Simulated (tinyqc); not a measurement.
What each change does: short-period [001] superlattice in sp3s* tight binding.

Planes alternate anion, cation along [001], a/4 apart; at zero in-plane momentum s, pz, s* form one block. All levels of A are shifted so that its Ev (lower root of [[Epa, Vxx], [Vxx, Epc]]) is 0, and those of B so that its Ev is -dEv. A monolayer is an anion plane and the cation plane above it; an anion between unlike cations takes the mean of the two anion levels; each bond takes the couplings of its cation. Block from an anion to the cation above: U with Vss/2 (s,s), Vsapc/2 (s,z), -Vscpa/2 (z,s), Vxx/2 (z,z), Vxapc/2 (s*,z), -Vpaxc/2 (z,s*); to the cation below: the same with the s-z and s*-z signs reversed. The cell of n + m monolayers is closed with the phase exp(2 pi i q). No spin-orbit coupling. In this block 2 (n + m) levels are filled.

For the two lowest empty levels at q = 0: energy, share of the cation weight on A, and Gamma character, the share of the cation amplitudes with Fourier index |j|/(n + m) < 1/4 along the stack (near 1: Gamma-like, near 0: folded from X).

Parameters, chosen for this exercise (A near a published set for GaAs, B for AlAs; shifted at random, so the results belong to these values and not to a real crystal): pA = (-8.354, 1.042, -2.655, 3.658, 8.593, 6.737, -6.454, 1.96, 5.074, 4.472, 5.79, 4.834, 4.799) eV (order Esa, Epa, Esc, Epc, Exa, Exc, Vss, Vxx, Vxy, Vsapc, Vscpa, Vxapc, Vpaxc); pB = (-7.531, 0.981, -1.164, 3.585, 7.505, 6.745, -6.665, 1.879, 4.304, 5.103, 5.488, 4.531, 4.987) eV (the same for B); dEv = 0.46 eV (valence offset: Ev(B) lies this far below Ev(A)); n2 = 12 (monolayers of A); m2 = 7 (monolayers of B).

A cell with n = n2 and m = m2.

One parameter was then changed.

Results before and after:
```
case     E1 (eV)  A share 1  Gamma 1  E2 (eV)  A share 2  Gamma 2
base      1.6807       0.97     1.00   1.8316       0.02     0.00
changed   1.6758       0.96     1.00   1.7330       0.01     0.00
```

Which of these changes was made? (a) dEv = 0.56 eV; (b) n2 = 14; (c) m2 = 9.
Answer: (a) dEv = 0.56 eV. Of the candidates, run in turn, only this one gives the changed row.

All candidates:
```
case           E1 (eV)  A share 1  Gamma 1  E2 (eV)  A share 2  Gamma 2
base            1.6807       0.97     1.00   1.8316       0.02     0.00
n2 = 14         1.6574       0.97     1.00   1.8314       0.03     0.01
m2 = 9          1.6826       0.97     1.00   1.8259       0.01     0.00
dEv = 0.56 eV   1.6758       0.96     1.00   1.7330       0.01     0.00
```

tinyqc: `OMP_NUM_THREADS=1 python tinyqc.py 1480158 1480159 out.jsonl`; about 0.3 s, one thread, shared Intel(R) Xeon(R) Processor @ 2.30GHz.
